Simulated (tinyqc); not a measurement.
# Small-signal admittance of a forward-biased p+-n diode: effects of single changes

Holes injected into a neutral base of width wb with an ohmic contact at its end; low injection, p0 far above the equilibrium density. A small voltage v exp(i w t), w = 2 pi f, modulates the edge density by p0 v/Vt, and the small-signal density obeys Dp d2p/dx2 = (1/tau + i w) p.

Values chosen for this exercise; permittivity close to that of gallium arsenide: temperature T = 275 K; relative permittivity eps_r = 12.9; donor density of the base Nd = 5.5e16 cm^-3; hole diffusion coefficient Dp = 8 cm^2/s; hole lifetime tau = 5e-8 s; width of the neutral base wb = 7.6 um; excess hole density at the junction edge p0 = 1e14 cm^-3; acceptor density of the p+ side Na = 6e19 cm^-3; series resistance Rs = 0.00039 ohm cm^2; signal frequency f = 3.6e6 Hz.

Constants: q = 1.602176634e-19 C, kB = 1.380649e-23 J/K, Vt = kB T/q, eps0 = 8.8541878128e-14 F/cm where lengths are in cm. Results are converted to the units shown.

Each table varies one quantity; the others keep the values above.

## Admittance against frequency

L = sqrt(Dp tau); direct current J = (q Dp p0/L) coth(wb/L); k = sqrt(1 + i w tau)/L; diffusion admittance Y = (q Dp p0/Vt) k coth(k wb) = G + i w C_diff; junction capacitance C_j = sqrt(q eps0 eps_r Nd/(2 Vr)) in the depletion approximation, with the remaining barrier Vr = Vt ln(Na/p0), a rough value under forward bias; base-width modulation is left out. Measured admittance 1/[Rs + 1/(Y + i w C_j)].

The same in every row: C_j (uF/cm^2) = 0.12634.

Results:
```
f (Hz)      w tau  G (S/cm^2)  C_diff (uF/cm^2)  measured G (S/cm^2)  measured C (uF/cm^2)  phase of the measured Y (degrees)
10000   0.0031416      10.252           0.14400               10.211               0.26819                           0.094549
3e5      0.094248      10.254           0.14398               10.213               0.26817                             2.8334
1e6       0.31416      10.274           0.14387               10.234               0.26805                             9.3450
4e6        1.2566      10.600           0.14196               10.574               0.26609                             32.312
2e7        6.2832      15.983           0.11170               16.227               0.23507                             61.219
8e7        25.133      30.929          0.059096               33.824               0.18081                             69.586
3e8        94.248      59.019          0.030980               89.318               0.14842                             72.294
1e9        314.16      107.35          0.017032               354.30               0.11859                             64.570
```

Estimate the missing row, f = 60000 Hz.

Computed row:
```
f (Hz)     w tau  G (S/cm^2)  C_diff (uF/cm^2)  measured G (S/cm^2)  measured C (uF/cm^2)  phase of the measured Y (degrees)
60000   0.018850      10.252           0.14400               10.211               0.26818                            0.56727
```

With this row back in the table: G starts at J/Vt = 10.3 S/cm^2 and C_diff at (J tau/(2 Vt))(1 - 2 x/sinh 2x) = 0.144 uF/cm^2, x = wb/L = 1.20. Between the last two rows G goes as f^(0.50) and C_diff as f^(-0.50); the limits are 1/2 and -1/2, reached when the signal penetrates only sqrt(Dp/w). The measured C is 0.79 % below C_diff + C_j in the first row and 17 % below it in the last, the difference being due to Rs.

## Effect of the excess hole density at the junction edge

Same model as above.

The same in every row: w tau = 1.131.

Effect of the excess hole density at the junction edge:
columns A: p0 (cm^-3); B: G (S/cm^2); C: C_diff (uF/cm^2); D: C_j (uF/cm^2); E: measured G (S/cm^2); F: measured C (uF/cm^2); G: phase of the measured Y (degrees)
```
A            B         C        D         E        F      G
6e9   6.321e-4  8.540e-6  0.09604  0.002473  0.09604  89.93
6e10  0.006321  8.540e-5   0.1012  0.008369   0.1013  89.79
6e11   0.06321  8.540e-4   0.1074   0.06554   0.1082  88.47
6e12    0.6321  0.008540   0.1148    0.6350   0.1233  77.17
6e13     6.321   0.08540   0.1240     6.314   0.2084  36.74
6e14     63.21    0.8540   0.1358     61.87   0.9427  19.02
6e15     632.1     8.540   0.1518     514.8    5.573  13.76
```

What does the table show?

As p0 goes from 6e9 to 6e15, G rises from 6.32e-4 to 632 S/cm^2, C_diff rises from 8.54e-6 to 8.54 uF/cm^2 and the measured C rises from 0.0960 to 5.57 uF/cm^2. C_diff exceeds C_j for p0 = 6e14, 6e15.

Computed by the program tinyqc: `OMP_NUM_THREADS=1 python tinyqc.py 2890196 2890197 out.jsonl`, one thread of a shared Intel Xeon 2.30GHz, about 0.01 s for the whole run.
